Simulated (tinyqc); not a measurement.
## Ellipsometry and reflectance of a transparent film on an absorbing substrate: psi and Delta against the film thickness

Air (index 1), film, substrate with N2 = n2 - i k2; time factor exp(+i w t). q_j = sqrt(N_j^2 - sin^2 th), root with positive real part. Fresnel coefficients r_s = (q_a - q_b)/(q_a + q_b), r_p = (N_b^2 q_a - N_a^2 q_b)/(N_b^2 q_a + N_a^2 q_b). tan(Psi) exp(i Delta) = R_p/R_s, Delta taken from 0 to 360 degrees.

beta = 2 pi d q1/lam, X = exp(-2 i beta), R = (r01 + r12 X)/(1 + r01 r12 X) for p and s. The last column is the derivative of Delta.

Inputs (values chosen for the exercise); indices close to those of silicon nitride on silicon:

| symbol | value | unit | meaning |
|---|---|---|---|
| lam | 800 | nm | wavelength |
| th | 70 | degrees | angle of incidence |
| n1 | 2.022 |  | index of the transparent film |
| n2 | 3.692 |  | index of the substrate |
| k2 | 0.0065 |  | extinction coefficient of the substrate |

Psi and Delta against the film thickness:
```
d (nm),Psi (degrees),Delta (degrees),|R_p|^2,|R_s|^2,dDelta/dd (degrees/nm)
0,9.1293,179.67,0.017583,0.68089,-2.9718
24,12.374,119.32,0.031683,0.65823,-1.8899
49,18.852,82.974,0.067403,0.57816,-1.1524
73,26.199,57.937,0.10408,0.42990,-1.0163
98,36.038,26.515,0.12822,0.24223,-1.6834
122,37.175,339.14,0.12974,0.22559,-1.8314
147,27.342,305.35,0.10823,0.40483,-1.0422
171,19.756,280.63,0.072562,0.56252,-1.1071
196,13.123,246.48,0.035408,0.65148,-1.7457
220,9.2031,189.78,0.017863,0.68047,-2.9341
```

What does the comparison show?

Psi goes from 9.13 through a maximum of 37.2 (at d = 122 nm among the rows listed) to 9.20 degrees. The period is 223.4 nm, after which Psi and Delta return to the values of the bare substrate, so one angle and wavelength fix d only up to a multiple of it. The size of the slope of Delta runs from 1.02 to 2.97 degrees/nm among the rows; Delta is counted modulo 360 degrees, and sharper features can lie between the rows.

Program tinyqc, `OMP_NUM_THREADS=1 python tinyqc.py 2870116 2870117 out.jsonl`; Intel Xeon 2.30GHz, shared host, one thread, about 0.3 s.
